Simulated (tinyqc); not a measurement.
Doping and barrier from two capacitances.

Question. A Schottky diode on a uniformly doped n-type layer obeys (A/C)^2 = 2 (Vbi - V - Vt)/(q eps0 eps_r Nd) in reverse bias, with phiB = Vbi + Vt ln(Nc/Nd) and image force ignored. Find Nd, Vbi and phiB.

Values chosen for this exercise; band and dielectric values those of a made-up semiconductor:

| symbol | value | unit | meaning |
|---|---|---|---|
| T | 400 | K | temperature |
| eps_r | 11.1 |  | relative permittivity |
| Nc | 3.53e19 | cm^-3 | conduction-band density of states at T |
| A | 0.002 | cm^2 | diode area |

Constants: q = 1.602176634e-19 C, kB = 1.380649e-23 J/K, Vt = kB T/q, eps0 = 8.8541878128e-14 F/cm where lengths are in cm. Results are converted to the units shown.

C at V = -0.5 and -2.7 V (pF): 110.84400  59.656848

Answer. The slope of (A/C)^2 against -V gives Nd, the intercept Vbi - Vt, and the Fermi-level depth Vt ln(Nc/Nd) is added for the barrier.

Nd = 3.50e16 cm^-3
Vbi = 0.432 V
phiB = 0.670 eV

Computed by the program tinyqc: `OMP_NUM_THREADS=1 python tinyqc.py 2020126 2020127 out.jsonl`, one thread of a shared Intel Xeon 2.30GHz, about 0.06 s for the whole run.
